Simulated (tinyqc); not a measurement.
Strain and the order of the valence edges: six-band k.p model of the valence band of a wurtzite crystal.

At k = 0: E1 = D1c + D2c + Te + Le (pure HH); E2, E3 = Le + u +/- sqrt(u^2 + 2 D3c^2), u = (D1c - D2c + Te)/2, D1c = Dcr, D2c = D3c = Dso/3. The weight of LH in state 2 is fL = (E2 - Le)^2/((E2 - Le)^2 + 2 D3c^2). Relative strengths of transitions to the conduction band: for E perpendicular to c (TE) 1/2, fL/2, (1 - fL)/2; for E along c (TM) 0, 1 - fL, fL, with one momentum element for both directions.

Strain of a c-plane layer: exx = eyy = e_par, ezz = -2 (C13/C33) e_par; Le = D1 ezz + D2 (exx + eyy), Te = D3 ezz + D4 (exx + eyy).

Conduction edge: Ec = (top of the unstrained valence band) + Eg + (a1 + D1) ezz + (a2 + D2)(exx + eyy).
Constants: kB = 8.617333262e-05 eV/K.

Parameters, chosen for this exercise (near those of GaN; the results hold for these values, not for the real material):
- Dcr = 0.0189 eV (crystal-field splitting)
- Dso = 0.0169 eV (spin-orbit splitting)
- Eg = 3.496 eV (direct gap at Gamma from the top of the unstrained valence band)
- a1 = -4.69 eV (gap potential along c)
- a2 = -11.41 eV (gap potential in the plane)
- D1 = -3.87 eV
- D2 = 4.66 eV
- D3 = 7.98 eV
- D4 = -3.98 eV
- C13 = 103 GPa
- C33 = 417 GPa
- T = 300 K (temperature)

Edges from the unstrained top. Degree of polarisation (TE - TM)/(TE + TM), each state weighted by exp(E/kT) alone (equal densities of states).

Results:

| e_par (%) | E1 (meV) | E2 (meV) | E3 (meV) | fL | lowest transition (eV) | polarisation |
|---|---|---|---|---|---|---|
| -0.80 | 5.4 | -5.3 | -115.0 | 0.995 | 3.5648 | 0.969 |
| -0.60 | 4.0 | -6.5 | -92.7 | 0.991 | 3.5476 | 0.932 |
| -0.40 | 2.7 | -7.6 | -70.5 | 0.984 | 3.5304 | 0.847 |
| -0.20 | 1.3 | -8.3 | -48.6 | 0.959 | 3.5132 | 0.666 |
| 0.00 | 0.0 | -7.5 | -28.3 | 0.820 | 3.4960 | 0.343 |
| 0.20 | -1.3 | 2.2 | -16.9 | 0.224 | 3.4752 | -0.093 |
| 0.40 | -2.7 | 22.2 | -15.7 | 0.046 | 3.4368 | -0.496 |
| 0.60 | -4.0 | 43.9 | -16.4 | 0.018 | 3.3964 | -0.759 |
| 0.80 | -5.4 | 66.1 | -17.4 | 0.009 | 3.3557 | -0.894 |

E1 = E2 requires Dcr + Te = 0, which here falls at e_par = 0.16 %, inside the sweep: state 1 is on top for smaller e_par and state 2 beyond. The polarisation goes from +0.97 to -0.89 and changes sign between 0.00 and 0.20 %; the lowest transition moves by -131 meV per 1 % on average.

(tinyqc, `OMP_NUM_THREADS=1 python tinyqc.py 1080713 1080714 out.jsonl`, Intel(R) Xeon(R) Processor @ 2.30GHz, 1 thread, shared host, about 0.01 s.)
